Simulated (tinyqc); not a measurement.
Surface potential of a MOS transistor: implicit equation and explicit approximations: two steps of the calculation.

p-type body, charge-sheet picture, depletion and inversion only, full ionisation (an idealisation for deep acceptors), Boltzmann statistics (rough once Na exp(x - xn) passes about Nc/7). In units of Vt: xg = (Vg - Vfb)/Vt, x = psi/Vt, G = gamma/sqrt(Vt), xn = (2 phiF + Vc)/Vt. The implicit equation is (xg - x)^2 = G^2 [x - 1 + exp(x - xn)] for x above about 3. Cox = eps0 eox/tox.

Inputs (values chosen for the exercise); band and dielectric values close to those of silicon: temperature T = 400 K; band gap Eg = 1.14 eV; relative permittivity eps_r = 11.8; conduction-band density of states at T Nc = 4.34e19 cm^-3; valence-band density of states at T Nv = 4.06e19 cm^-3; relative permittivity of the gate insulator (close to hafnium oxide) eox = 21.7; insulator thickness tox = 6.3 nm; acceptor density Na = 1.9e17 cm^-3; flat-band voltage Vfb = -0.84 V; channel-body voltage Vc = 0 V; gate-body voltage Vg = -0.34 V.

Constants: q = 1.602176634e-19 C, kB = 1.380649e-23 J/K, Vt = kB T/q, eps0 = 8.8541878128e-14 F/cm where lengths are in cm. Results are converted to the units shown.

Task 1. Scales. ni = sqrt(Nc Nv) exp(-Eg/(2 Vt)), Eg in volts; phiF = Vt ln(Na/ni); gamma = sqrt(2 q eps0 eps_r Na)/Cox; VT = Vfb + Vt (xn + G sqrt(xn - 1)).

Find: phiF; gamma; G; xn; VT; xg.

Result 1.

phiF = 0.3839 V
gamma = 0.08270 V^0.5
G = 0.4454
xn = 22.28
VT = -0.001298 V
xg = 14.51

Task 2. Potential, charges and gate control. psi = Vt x; N_dep = Cox Vt G sqrt(x - 1)/q; N_inv = (Cox Vt G/q) [sqrt(x - 1 + exp(x - xn)) - sqrt(x - 1)]; dpsi/dVg = 1/[1 + G^2 (1 + exp(x - xn))/(2 (xg - x))].

converged x = 12.964891
G = 0.44542851
xn = 22.277187
xg = 14.505648

Wanted: psi; N_dep; N_inv; dpsi/dVg.

Result 2.

psi = 0.4469 V
N_dep = 1.011e12 cm^-2
N_inv = 3.815e6 cm^-2
dpsi/dVg = 0.9395

psi lies 9.3 Vt below 2 phiF + Vc.

Numbers from tinyqc (`OMP_NUM_THREADS=1 python tinyqc.py 2122036 2122037 out.jsonl`; about 0.01 s on one thread of a shared Intel Xeon 2.30GHz).
